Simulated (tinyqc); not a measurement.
Born-von Karman spring model of a cubic crystal with one atom per cell: one step, computed by the program tinyqc. Command: `OMP_NUM_THREADS=1 python tinyqc.py 3018680 3018681 out.jsonl springs walk`. One thread of a shared host (Intel(R) Xeon(R) Processor @ 2.30GHz), about 0.2 s of CPU time with the checks.

First neighbours lie at a (1,0,0) (6 of them), second at a (1,1,0) (12), with all permutations and signs; the volume per atom is Omega = a^3.

Task: Frequencies and polarisations. Diagonalise D. An eigenvalue lambda of D in eV/(angstrom^2 u) gives nu = 15.6333042 THz x sqrt(lambda). Eigenvectors are columns, with the largest component positive; the longitudinal weight is (e.q)^2/q^2.

Inputs (values chosen for the exercise, for a model crystal).

Lattice: sc.

wave vector q (2 pi/a): 0.79  0.01  0.24

D(q) (eV/(angstrom^2 u)):
```
            x           y           z
x   0.0930500  -0.0015433  -0.0245295
y  -0.0015433   0.0429907   0.0015902
z  -0.0245295   0.0015902   0.1098807
```

Constants: nu for 1 eV/(angstrom^2 u) = 15.6333042 THz.

Give: eigenvalues; frequencies; polarisation vectors; longitudinal weights.

Result:

eigenvalues (eV/(angstrom^2 u)): 0.0429  0.0755  0.1275

frequencies (THz): 3.239  4.297  5.581

polarisation vectors:
```
    mode 1   mode 2   mode 3
x   0.0233   0.8135  -0.5811
y   0.9996  -0.0102   0.0259
z  -0.0152   0.5815   0.8134
```

longitudinal weights: 0.0009  0.8972  0.1019

Mode 2 is the most longitudinal, with weight 0.90.
